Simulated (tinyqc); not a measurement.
Inside a calculation. Model: AlGaN/GaN HEMT with access regions, lumped model.

Numbers from tinyqc (`OMP_NUM_THREADS=1 python tinyqc.py 2570168 2570169 out.jsonl`; about 0.03 s on one thread of a shared Intel Xeon 2.30GHz). Printed values are rounded.

A polarisation-induced electron sheet under a Schottky gate, in series with two ungated access regions and contacts. Drift law v = mu E/(1 + mu E/vs) under the gate. Currents in mA/mm, resistances in ohm mm. No self-heating, no channel-length modulation; fits for polarisation, barrier and offset are chosen for the exercise.

Inputs (values chosen for the exercise); values close to those of AlGaN/GaN structures:
- x = 0.27 (aluminium share of the barrier)
- d = 12 nm (barrier thickness)
- eps_r = 9.4 (relative permittivity of barrier and channel)
- mu = 1500 cm^2/(V s) (channel mobility)
- vs = 1.1e7 cm/s (saturation velocity)
- Lg = 0.5 um (gate length)
- Ls = 2 um (source access length)
- Ld = 12 um (drain access length)
- Rc = 0.25 ohm mm (resistance of each contact)
- ft = 0 (share of the drain-access electrons removed by traps)
- Vg = 1 V (gate voltage)
- Ec = 2.8 MV/cm (critical field)
- te = 0.23 um (depth over which the depleted charge spreads)
- tf = 500 nm (insulator under the field plate)
- ei = 7.5 (relative permittivity of that insulator)

Constants: q = 1.602176634e-19 C, eps0 = 8.8541878128e-14 F/cm where lengths are in cm. Results are converted to the units shown.

## Polarisation charge, threshold and sheet resistance

sigma = (5e13 x + 1.6e13 x^2) cm^-2, phiB = 0.84 + 1.3 x, dEc = 0.7 (1.71 x + x^2) in volts, Cb = eps0 eps_r/d, VT = phiB - dEc - q sigma/Cb, access density n0 = -Cb VT/q. Rsh = 1/(q mu n0); largest access current q n0 vs.

sigma = 1.46664e13 cm^-2
Cb = 0.693578 uF/cm^2
VT = -2.57118 V
n0 = 1.11306e13 cm^-2
Rsh = 373.835 ohm
q n0 vs = 1961.65 mA/mm

## On-resistance and breakdown

sigma = (5e13 x + 1.6e13 x^2) cm^-2, phiB = 0.84 + 1.3 x, dEc = 0.7 (1.71 x + x^2) in volts, Cb = eps0 eps_r/d, VT = phiB - dEc - q sigma/Cb, access density n0 = -Cb VT/q. Ron = 2 Rc + Ls/(q mu n0) + Ld/(q mu (1 - ft) n0) + Lg/(mu Cb (Vg - VT)). Off state: a depleted stretch that holds the voltage V has the peak field sqrt(k V), k = 2 q n0/(eps0 eps_r te), so one edge holds V1 = Ec^2/k. The sheet under the plate pinches off at Vf = q n0 (1/Cb + tf/(eps0 ei)); beyond it the gate edge is screened. BV = V1 if Vf >= V1, else Vf + V1, and at most Ec Ld. Specific resistance Ron (Ls + Lg + Ld); figure of merit BV^2 over it.

Ron = 5.86827 ohm mm
Vf = 136.844 V
V1 = 42.0787 V
BV = 42.0787 V
specific resistance = 0.850900 mohm cm^2
figure of merit = 2.08088 MW/cm^2

The plate pinches off too late to screen the gate edge, so it adds nothing.
